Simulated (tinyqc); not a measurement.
Two-band k.p model of the Delta valleys near the X point under shear strain: one step. The Hamiltonian at one k. Two cases, with inputs chosen for the exercise.

Question. Fill in the 2 x 2 matrix (sigma_z diagonal) and give its levels.

Valley pair on the [001] axis, kz counted from the X point, c = hbar^2/2m0, k0 = kx0 2 pi/a. H = (c kz^2/ml + c (kx^2 + ky^2)/mt + c k0^2/ml) 1 + (2 c k0 kz/ml) sigma_z + (D exy - 2 c kx ky/Mp) sigma_x, so E = c kz^2/ml + c (kx^2 + ky^2)/mt + c k0^2/ml -/+ sqrt((2 c k0 kz/ml)^2 + (D exy - 2 c kx ky/Mp)^2). Without strain the lower band has its minima, E = 0, at kz = +/- k0. Shifts from diagonal strain are left out.

Constants: hbar^2/2m0 = 3.80998211 eV angstrom^2.

Give: H(k); levels.

Case 1.

Values chosen (near those of Si; shifted at random, so the results belong to these values and not to a real crystal): a = 5.425 angstrom (lattice constant); ml = 0.94 m0 (longitudinal mass); mt = 0.2 m0 (transverse mass); kx0 = 0.151 2 pi/a (distance of the minimum from X); D = 14.9 eV (shear deformation potential); Mp = 0.227 m0 (coupling mass); exy = 0.0086 (shear strain); k = (0.012, 0.005, 0.153) 1/angstrom (wave vector from X).

Answer.

H(k) (eV):
```
        1       2
1  0.4390  0.1261
2  0.1261  0.0052
```

levels (eV): -0.0288  0.4730

Case 2.

Values chosen (near those of Si; shifted at random, so the results belong to these values and not to a real crystal): a = 5.423 angstrom (lattice constant); ml = 0.927 m0 (longitudinal mass); mt = 0.194 m0 (transverse mass); kx0 = 0.154 2 pi/a (distance of the minimum from X); D = 13.6 eV (shear deformation potential); Mp = 0.233 m0 (coupling mass); exy = -0.005 (shear strain); k = (0.063, 0.018, 0.166) 1/angstrom (wave vector from X).

Answer.

H(k) (eV):
```
         1        2
1   0.5719  -0.1051
2  -0.1051   0.0849
```

levels (eV): 0.0632  0.5936

Computed by tinyqc, one run a case: `OMP_NUM_THREADS=1 python tinyqc.py N N+1 out.jsonl` with N = 1050870, 1050892; one thread of a shared Intel(R) Xeon(R) Processor @ 2.30GHz, about 0.01 s a run at most.
